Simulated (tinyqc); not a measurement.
Comparisons within one model: band gaps under pressure and temperature from deformation potentials. A value that a table varies takes the place of the one given here.

Murnaghan: V/V0 = (1 + Bp P/B0)^(-1/Bp), B0 = (C11 + 2 C12)/3. Each gap moves by a ln(V/V0) with its volume potential a, and falls with temperature by aV T^2/(T + bV) (Varshni); the two effects are added. No change of phase is considered.

Constants: hc = 1239.841984 eV nm.

Values chosen for the exercise (near those of GaSb, the X and L potentials typical of such crystals; not measured data):
```
symbol  value                  unit   meaning
Eg      0.803                  eV     gap at Gamma to the s-like level at 0 K, 0 GPa
EgX     1.135                  eV     gap to X at 0 K, 0 GPa
EgL     0.86                   eV     gap to L at 0 K, 0 GPa
C11     87.2                   GPa
C12     41                     GPa
Bp      4.66                          pressure derivative of the bulk modulus
aG      -8.17                  eV     volume potential of the Gamma gap
aX      1.77                   eV     volume potential of the X gap
aL      -4.1                   eV     volume potential of the L gap
aV      (0.411, 0.471, 0.602)  meV/K  Varshni alpha of Gamma, X, L
bV      (145, 98, 139)         K      Varshni beta of Gamma, X, L
T       400                    K      temperature
P       2.4                    GPa    pressure
```

## Gaps against pressure

The last column is the linear form E0 + c1 P for Gamma, c1 = -aG/B0.

Gaps (eV):
```
P (GPa)  ln(V/V0)  Gamma      X      L  lowest  Gamma, linear
0.00       0.0000  0.682  0.984  0.681       L          0.682
1.50      -0.0251  0.887  0.939  0.784       L          0.900
3.00      -0.0475  1.071  0.900  0.876       L          1.117
4.50      -0.0678  1.237  0.864  0.959       X          1.334
6.00      -0.0864  1.388  0.831  1.036       X          1.551
7.50      -0.1035  1.528  0.801  1.106       X          1.769
9.00      -0.1193  1.657  0.773  1.170       X          1.986
10.50     -0.1340  1.777  0.746  1.231       X          2.203
12.00     -0.1478  1.890  0.722  1.287       X          2.421
```

What can be read from the table?

Over 12 GPa Gamma moves by +1.208, L by +0.606 and X by -0.262 eV. The lowest valley changes: L to X between 3.00 and 4.50 GPa, and the fundamental gap peaks at 0.876 eV on these points. The linear form overshoots by 531 meV at the end, because the crystal stiffens; the gap is linear in ln V, not in P. Rows above about 7 GPa lie beyond the phase change of the real crystal.

## Gaps against temperature

At the pressure P; wavelength hc/E of the lowest gap.

Gaps (eV):
```
T (K)   Gamma       X       L  lowest  wavelength (nm)
0      1.1202  1.0663  1.0192       L           1216.5
50     1.1149  1.0583  1.0112       L           1226.1
100    1.1034  1.0425  0.9940       L           1247.4
200    1.0725  1.0031  0.9481       L           1307.7
300    1.0370  0.9598  0.8957       L           1384.1
400    0.9995  0.9150  0.8405       L           1475.2
500    0.9609  0.8694  0.7836       L           1582.2
600    0.9216  0.8234  0.7259       L           1708.0
```

How do the results move?

From 0 to 100 K the Gamma gap falls by 16.8 meV, from 500 to 600 K by 39.3 meV: quadratic below bV, linear with a slope tending to aV = 0.411 meV/K above. L stays lowest. A pressure of 0.57 GPa, with the slope -aG/B0 at zero pressure, would undo the fall of the Gamma gap from 0 to 300 K.

## What each parameter does

Gaps at P and T. Each row changes one parameter from the base and keeps the others.

Results:
```
case             Gamma (eV)  X (eV)  L (eV)
base                 0.9995  0.9150  0.8405
T = 450 K            0.9803  0.8922  0.8122
C11 = 95.92 GPa      0.9852  0.9181  0.8333
C12 = 45.1 GPa       0.9860  0.9179  0.8337
Bp = 4.194           1.0022  0.9144  0.8418
aG = -8.987 eV       1.0312  0.9150  0.8405
aX = 1.593 eV        0.9995  0.9218  0.8405
aL = -4.51 eV        0.9995  0.9150  0.8564
P = 2.64 GPa         1.0283  0.9087  0.8549
```

What can be read from the table?

The largest shifts from the base row, up to three for each result and ties (the steps differ in size, so this ranks the rows, not the parameters). Gamma (eV): aG +0.0317, P +0.0288, T -0.0192; unchanged at the printed digits by aX and aL. X (eV): T -0.0227, aX +0.0069, P -0.0062; unchanged at the printed digits by aG and aL. L (eV): T -0.0283, aL +0.0159, P +0.0144; unchanged at the printed digits by aG and aX.

tinyqc: `OMP_NUM_THREADS=1 python tinyqc.py 1080892 1080893 out.jsonl`; about 0.01 s, one thread, shared Intel(R) Xeon(R) Processor @ 2.30GHz.
